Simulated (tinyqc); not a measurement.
Starting guesses with plain Roothaan steps: SCF starting guesses in the sto-3g basis, for H2, spin multiplicity 1. Computed by the program tinyqc with PySCF. RHF with one setting changed at a time; a run stops when the energy changes by less than 1e-09 hartree and the error matrix is below 1e-5. Starts: the lowest orbitals of the core Hamiltonian, of the Wolfsberg-Helmholz matrix (K = 1.75), projected atomic densities, random orbitals, and the highest orbitals of the core Hamiltonian (a deliberately bad start).

Geometry (angstrom):
```
atom,x,y,z
H,0.0000,0.0000,0.0000
H,0.0000,0.0000,0.8840
```

lowest restricted solution found by these runs and by PySCF = -1.095512 hartree

Largest element of the error matrix X^T (FDS - SDF) X:
```
iteration,core,Wolfsberg-Helmholz,atomic densities,random,highest core orbitals
1,1.2e-16,1.0e-16,0.0e+00,6.0e-02,2.8e-16
2,1.0e-16,1.0e-16,5.4e-16,6.9e-02,1.2e-15
3,-,-,1.0e-16,4.6e-03,2.4e-16
4,-,-,-,3.1e-04,-
5,-,-,-,2.0e-05,-
6,-,-,-,1.4e-06,-
```

How each run ends:
```
run,iterations,E (hartree),state
core,2,-1.09551,lowest found
Wolfsberg-Helmholz,2,-1.09551,lowest found
atomic densities,3,-1.09551,lowest found
random,6,-1.09551,lowest found
highest core orbitals,3,-1.09551,lowest found
```

What does the comparison show, and why?

5 of 5 runs reach the lowest restricted solution found, in 2 to 6 iterations (fastest: core, Wolfsberg-Helmholz). The first errors are 1e-16, 1e-16, 0e+00, 6e-02, 3e-16.
